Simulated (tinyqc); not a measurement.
# Bias-temperature instability, empirical power law with universal recovery: several studies

Threshold-voltage shift at the end of a stress: dV = A (V/V0)^g exp[-(Ea q/kB)(1/T - 1/T0)] (t/1 s)^n. After a delay tr the permanent share pp stays and the rest falls by r = 1/(1 + B (tr/t)^be). An empirical model: its parameters are fits, not properties.

Values chosen for this exercise:
```
symbol  value  unit                                  meaning
V0        1.9     V                 reference stress voltage
T0        398     K                    reference temperature
A         7.5    mV             shift after 1 s at V0 and T0
n        0.15                                  time exponent
g         4.3                               voltage exponent
Ea       0.16    eV  apparent activation energy of the shift
pp       0.44                                permanent share
B         3.4                                 recovery scale
be       0.23                            recovery dispersion
V        0.92     V                              use voltage
T         398     K                          use temperature
dc         70    mV                        failure criterion
ts        100     s                              stress time
```

Constants: q = 1.602176634e-19 C, kB = 1.380649e-23 J/K. Results are converted to the units shown.

Each table varies one quantity; the others keep the values above.

## Recovery after a stress

At V0 and T0 after the stress time ts.

Recovery after a stress:
```
tr (s)	tr/ts	share left	shift (mV)
0.00013	1.300e-6	0.9267	13.87
0.0017	1.700e-5	0.8803	13.17
0.022	2.200e-4	0.8158	12.21
0.29	0.002900	0.7368	11.03
3.8	0.03800	0.6552	9.804
49	0.4900	0.5841	8.741
640	6.400	0.5302	7.934
8300	83.00	0.4939	7.391
```

The shift falls from 13.9 to 7.39 mV over 7.8 decades of time, towards the permanent 6.58 mV. Half of the recoverable part is gone at tr/ts = B^(-1/be) = 0.00489.

## Effect of the measurement delay

Same model as above.

At V0 and T0. The apparent n comes from the measured shifts at ts/100 and ts, and the projection extends that line from ts to ten years (3.15576e8 s).

The same in every row: true shift (mV) = 141.23.

Effect of the measurement delay:
```
tr (s)	share left at ts	apparent n	projected shift (mV)
1e-6	0.97377	0.15987	159.42
1e-5	0.95686	0.16540	170.16
0.0001	0.93048	0.17286	185.01
0.001	0.89136	0.18163	202.08
0.01	0.83751	0.18988	214.82
0.1	0.77054	0.19492	213.15
1	0.69701	0.19472	192.23
10	0.62654	0.18936	159.47
```

The share left falls from 0.974 to 0.627 and the apparent n goes from 0.160 through a maximum of 0.195 (at tr = 0.1 s among the rows listed) to 0.189. The projection is 13 % above the true ten-year shift in the first row and 13 % above it in the last: a lower start and a steeper slope work against each other.

## Effect of the time exponent at a fixed measured point

Same model as above.

The lifetime solves dV = dc; ten years are 3.15576e8 s. A is rescaled so that the shift at ts, V0 and T0 stays the same.

Effect of the time exponent at a fixed measured point:
```
nx	A (mV)	shift after ten years (mV)	lifetime (years)
0.1	9.442	2.955	5.556e14
0.125	8.415	4.296	4.966e10
0.15	7.500	6.246	9.927e7
0.175	6.684	9.079	1.172e6
0.2	5.957	13.20	4.196e4
0.225	5.310	19.19	3149
0.25	4.732	27.89	396.7
0.275	4.218	40.55	72.83
0.3	3.759	58.94	17.74
```

The ten-year shift rises from 2.96 to 58.9 mV and the lifetime falls from 5.56e14 to 17.7 years: an error of 0.025 in the exponent changes the shift by a factor of 1.45 over the 6.50 decades from ts to ten years. For nx = 0.1, 0.125, 0.15, 0.175, 0.2, 0.225 the lifetime is a formal extrapolation far beyond any test.

Program tinyqc, `OMP_NUM_THREADS=1 python tinyqc.py 2070058 2070059 out.jsonl`; Intel Xeon 2.30GHz, shared host, one thread, about 0.01 s.
